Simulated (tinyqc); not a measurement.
Isochronal anneals: hydrogen passivation of interface dangling bonds: competing passivation and dissociation with distributed barriers. Computed by tinyqc, a small Python program. Command: `OMP_NUM_THREADS=1 python tinyqc.py 3023714 3023715 out.jsonl passiv walk`. One thread of a shared host (Intel(R) Xeon(R) Processor @ 2.30GHz), about 0.01 s of CPU time with the checks.

P_b + H2 gives P_bH + H at the rate k_f [H2]; P_bH gives P_b + H at the rate k_d. All defects start unpassivated. E_f and E_d are Gaussian and independent.

Inputs (values chosen for the exercise, close to those used for P_b centres at the silicon-oxide interface): passivation prefactor k_f0 = 9.3e-07 cm^3/s; mean passivation barrier E_f = 1.67 eV; spread sigma_f = 0.025 eV; dissociation prefactor k_d0 = 1.1e+12 1/s; mean dissociation barrier E_d = 2.86 eV; spread sigma_d = 0.043 eV; H2 in the oxide per atm, solubility factor = 4.2e+17 1/(cm^3 atm); hydrogen pressure p = 0.1 atm; anneal time t = 1200 s.

Constants: k_B = 8.617333262e-05 eV/K.

Method:
- [H2] = solubility factor x p; a = k_f0 [H2] exp(-E_f/(k_B T)), d = k_d0 exp(-E_d/(k_B T)). For one pair of barriers the active share is y = [d + a exp(-(a + d) t)]/(a + d).
- Temperatures in kelvin are T(C) + 273.15.
- Average y over both Gaussians with 40 x 40 Gauss-Hermite points.
- Minimise the averaged y over T between 150 and 900 C: find where ln y is equal at T - 0.05 and T + 0.05 C; T is rounded to 0.1 C.

best temperature = 431.3 C

Active share after the time t:
```
T (C)     a (1/s)     d (1/s)  single barriers  distributed
200    6.3629e-08  3.7842e-19       9.9992e-01   9.9991e-01
250    3.1897e-06  3.0868e-16       9.9618e-01   9.9555e-01
300    8.0764e-05  7.8174e-14       9.0763e-01   8.9722e-01
350    1.2175e-03  8.1452e-12       2.3201e-01   2.4776e-01
400    1.2265e-02  4.2558e-10       4.4008e-07   2.1295e-04
450    8.9777e-02  1.2867e-08       1.4332e-07   1.9709e-07
500    5.0797e-01  2.5031e-07       4.9277e-07   6.5114e-07
600    8.9655e+00  3.4168e-05       3.8110e-06   4.7416e-06
700    8.7718e+01  1.6980e-03       1.9357e-05   2.3080e-05
800    5.6105e+02  4.0750e-02       7.2626e-05   8.3926e-05
```

What follows from these numbers?

The distributed share is least at 450 C among these rows, 2.0e-7, and the search puts the optimum at 431.3 C. On the cold side defects with high E_f survive; on the hot side dissociation, with the larger barrier, gains on passivation with an energy E_d - E_f = 1.19 eV. In that row single barriers give 1.4e-7, so the spread raises the floor. Caution: atomic hydrogen, which both passivates and depassivates, and further passivation during cooling are left out. Caution: shares below about 1e-3 in these rows are formal; measured passivation levels off well above them.

Extremes, crossings and ranges named in words are read from the listed rows.
